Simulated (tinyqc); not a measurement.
Worked calculation: CID on RHF in the sto-3g basis, for H3-, spin multiplicity 1. The basis has no diffuse functions, so it cannot describe the extra electron: this is an exercise in the method, not the real anion. One step of it, computed by the program tinyqc.

Task: Integrals over molecular orbitals. (pq|rs) = sum C_ip C_jq C_kr C_ls (ij|kl), one index at a time.

coefficients C:
```
,MO1,MO2,MO3
1H 1s,0.493576,0.000000,1.392843
2H 1s,0.378825,0.775560,-0.889199
3H 1s,0.378825,-0.775560,-0.889199
```

core Hamiltonian H = T + V (hartree), lower triangle:
```
,1H 1s,2H 1s,3H 1s
1H 1s,-1.598422
2H 1s,-1.016364,-1.329125
3H 1s,-1.016364,-0.331440,-1.329125
```

Two-electron integrals (ij|kl) in chemists' order, unique and non-zero (hartree):
```
i,j,k,l,(ij|kl)
1,1,1,1,0.774606
2,1,1,1,0.362516
2,1,2,1,0.208512
2,2,1,1,0.514939
2,2,2,1,0.362516
2,2,2,2,0.774606
3,1,1,1,0.362516
3,1,2,1,0.158181
3,1,2,2,0.216631
3,1,3,1,0.208512
3,2,1,1,0.103121
3,2,2,1,0.052716
3,2,2,2,0.083715
3,2,3,1,0.052716
3,2,3,2,0.015252
3,3,1,1,0.514939
3,3,2,1,0.216631
3,3,2,2,0.294739
3,3,3,1,0.362516
3,3,3,2,0.083715
3,3,3,3,0.774606
```

Give: one-electron integrals over orbitals h = C^T H C; Two-electron integrals over orbitals.

Result:

one-electron integrals over orbitals h = C^T H C (hartree), lower triangle:
```
,1,2,3
1,-1.626
2,0.000,-1.200
3,-0.161,0.000,-0.692
```

Two-electron integrals over orbitals (pq|rs), unique and non-zero (hartree):
```
p,q,r,s,(pq|rs)
1,1,1,1,0.573
2,1,2,1,0.163
2,2,1,1,0.513
2,2,2,2,0.554
3,1,1,1,0.083
3,1,2,2,-0.030
3,1,3,1,0.132
3,2,2,1,-0.137
3,2,3,2,0.139
3,3,1,1,0.601
3,3,2,2,0.538
3,3,3,1,0.100
3,3,3,3,0.670
```
